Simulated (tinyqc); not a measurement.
Interface traps by the conductance method, a continuum of levels: two steps of the calculation.

MOS capacitor on an n-type substrate; psi is the band bending, negative in depletion; only majority carriers are counted. The traps exchange electrons with the conduction band; their admittance lies in parallel with Cd, and that pair in series with Cox and Rs. w = 2 pi f.

Inputs (values chosen for the exercise): signal frequency f = 3800 Hz.

Task 1. Parallel conductance and capacitance. With x = w tau: Gp/w = Cit ln(1 + x^2)/(2 x), Cp = Cd + Cit arctan(x)/x.

Cd = 143.20170 nF/cm^2
tau = 6.7731852e-5 s
Cit = 51.269652 nF/cm^2

Give: x; Gp/w; Cp.

Result 1.

x = 1.6172
Gp/w = 20.372 nF/cm^2
Cp = 175.44 nF/cm^2

The peak of Gp/w lies at x = 1.98 with the height 0.402 Cit; this frequency gives 0.397 Cit.

Task 2. Extraction from the readings. Ignoring Rs: Gp/w = w Cox^2 Gm/[Gm^2 + w^2 (Cox - Cm)^2].

Cox = 448.45886 nF/cm^2
Cm = 126.45145 nF/cm^2
Gm/w = 10.514305 nF/cm^2

Wanted: extracted Gp/w.

Result 2.

extracted Gp/w = 20.372 nF/cm^2

Numbers from tinyqc (`OMP_NUM_THREADS=1 python tinyqc.py 2030051 2030052 out.jsonl`; about 0.01 s on one thread of a shared Intel Xeon 2.30GHz).
